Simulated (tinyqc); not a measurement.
Exchange-split free-electron bands and tunnelling magnetoresistance: sweeps and comparisons. A value that a table varies takes the place of the one given here.

Majority and minority bands E = c k^2/m -/+ Dx/2, c = hbar^2/2m0, so k_up = sqrt(m (EF + Dx/2)/c), k_dn = sqrt(m (EF - Dx/2)/c); n_s = k_s^3/(6 pi^2), D_s = m k_s/(4 pi^2 c).

Barrier: kappa = sqrt(mb phi/c), c = hbar^2/2m0. With a = k1/m, b = k2/m, w = kappa/mb, the transmission at normal incidence is T(k1, k2) = 4 a b w^2/[w^2 (a + b)^2 + (w^2 + a^2)(w^2 + b^2) sinh^2(kappa d)]. Parallel: G_P = T(up, up) + T(dn, dn); antiparallel: G_AP = 2 T(up, dn); TMR = (G_P - G_AP)/G_AP. Julliere: TMR = 2 P^2/(1 - P^2). Slonczewski factor: P_eff = P_k (w^2 - a_up a_dn)/(w^2 + a_up a_dn), P_k = (k_up - k_dn)/(k_up + k_dn).

Constants: hbar^2/2m0 = 3.80998211 eV angstrom^2.

Parameters, chosen for this exercise:
- EF = 3.14 eV (Fermi energy above the mean band bottom)
- Dx = 1.75 eV (exchange splitting)
- m = 1.11 m0 (mass in the electrodes)
- mb = 0.51 m0 (mass in the barrier)
- d = 8.2 angstrom (barrier thickness)
- phi = 0.86 eV (barrier height above EF)

## Barrier height

Results:

| phi (eV) | w (1/angstrom) | P_eff | TMR (%) | G_P |
|---|---|---|---|---|
| 0.20 | 0.321 | -0.1063 | 1.77 | 0.246 |
| 0.40 | 0.454 | -0.0785 | 1.15 | 0.122 |
| 0.70 | 0.600 | -0.0467 | 0.46 | 0.0460 |
| 1.0 | 0.717 | -0.0230 | 0.12 | 0.0189 |
| 1.5 | 0.879 | 0.0056 | 0.01 | 0.00503 |
| 2.0 | 1.015 | 0.0258 | 0.13 | 0.00157 |
| 3.0 | 1.243 | 0.0523 | 0.55 | 0.000209 |
| 4.0 | 1.435 | 0.0690 | 0.96 | 3.73e-05 |
| 6.0 | 1.757 | 0.0888 | 1.59 | 2.03e-06 |
| 10 | 2.269 | 0.1075 | 2.34 | 1.99e-08 |

How do the results move?

P_eff vanishes where w^2 = a_up a_dn, at phi = 1.39 eV, inside the table; the lowest TMR listed is 0.01 % at 1.5 eV. TMR is 1.8 % at the lowest barrier and 2.3 % at the highest, against 4.1 % for Julliere with P_k; P_eff tends to +P_k for very high barriers and to -P_k for very low ones. G_P falls by 7.1 decades.

## Barrier thickness

Results:

| d (angstrom) | kappa d | G_P | G_AP | TMR (%) |
|---|---|---|---|---|
| 1 | 0.339 | 1.77 | 1.74 | 1.81 |
| 2 | 0.679 | 1.27 | 1.25 | 1.29 |
| 3 | 1.018 | 0.781 | 0.775 | 0.84 |
| 4 | 1.357 | 0.440 | 0.438 | 0.55 |
| 6 | 2.036 | 0.123 | 0.123 | 0.31 |
| 8 | 2.714 | 0.0324 | 0.0323 | 0.24 |
| 10 | 3.393 | 0.00838 | 0.00836 | 0.23 |
| 13 | 4.411 | 0.00110 | 0.00109 | 0.22 |
| 16 | 5.429 | 0.000143 | 0.000143 | 0.22 |
| 20 | 6.786 | 9.49e-06 | 9.47e-06 | 0.22 |

What can be read from the table?

For thick barriers each angstrom costs a factor exp(2 kappa) = 1.97 in both conductances, and TMR settles at 0.22 % (the interface factor, which vanishes at (kappa/mb)^2 = k_up k_dn/m^2, reduces it below the value from the polarisation of k alone); it is within 0.1 point of that from d = 6 angstrom on. At 1 angstrom it is 1.81 %, where the barrier is thin and the mismatch of k_up and k_dn starts to rule, as it does fully for d -> 0.

## Exchange splitting

Dx takes the listed multiples of 2 EF.

Results:

| Dx/(2 EF) | k_up | k_dn | P_k | P_eff | TMR (%) |
|---|---|---|---|---|---|
| 0.10 | 1.0031 | 0.9074 | 0.0501 | -0.0126 | 0.03 |
| 0.20 | 1.0477 | 0.8555 | 0.1010 | -0.0246 | 0.13 |
| 0.35 | 1.1113 | 0.7711 | 0.1807 | -0.0402 | 0.36 |
| 0.50 | 1.1714 | 0.6763 | 0.2679 | -0.0495 | 0.58 |
| 0.65 | 1.2286 | 0.5658 | 0.3693 | -0.0446 | 0.59 |
| 0.80 | 1.2832 | 0.4277 | 0.5000 | -0.0016 | 0.38 |
| 0.90 | 1.3184 | 0.3025 | 0.6268 | 0.0973 | 2.46 |
| 0.97 | 1.3424 | 0.1657 | 0.7803 | 0.3282 | 24.75 |

What can be read from the table?

P_k rises from 0.050 to 0.780, and TMR goes from 0.03 % to 24.8 %, not steadily: its largest value is 24.75 % at 0.97 and its smallest 0.03 % at 0.1; P_eff changes sign along the table. At Dx = 2 EF the minority band is empty (a half metal) and G_AP vanishes.

## What moves the magnetoresistance

All results formed anew. Each row changes one parameter from the base and keeps the others.

Results:

| case | P_k | P_eff | TMR (%) | G_P |
|---|---|---|---|---|
| base | 0.1421 | -0.0333 | 0.24 | 0.0283 |
| Dx = 1.838 eV | 0.1496 | -0.0347 | 0.26 | 0.0283 |
| EF = 3.454 eV | 0.1288 | -0.0363 | 0.28 | 0.0277 |
| phi = 1.118 eV | 0.1421 | -0.0152 | 0.06 | 0.0136 |
| mb = 0.408 m0 | 0.1421 | -0.0179 | 0.11 | 0.0526 |
| d = 10.2 angstrom | 0.1421 | -0.0333 | 0.23 | 0.00732 |
| m = 1.332 m0 | 0.1421 | -0.0208 | 0.11 | 0.0292 |

What can be read from the table?

The largest shifts from the base row, up to three for each result and ties (the steps differ in size, so this ranks the rows, not the parameters). P_k: EF -0.0134, Dx +0.0075; unchanged at the printed digits by phi, mb, d and m. P_eff: phi +0.0181, mb +0.0153, m +0.0125; unchanged at the printed digits by d. TMR (%): phi -0.18, m -0.13, mb -0.13. G_P: mb +0.0243, d -0.0210, phi -0.0147; unchanged at the printed digits by Dx.

Computed by tinyqc, a small Python program: `OMP_NUM_THREADS=1 python tinyqc.py 1651770 1651771 out.jsonl` (the numbers bound the seed that draws the inputs); one thread of a shared host (Intel(R) Xeon(R) Processor @ 2.30GHz), about 0.01 s for the whole set of steps.
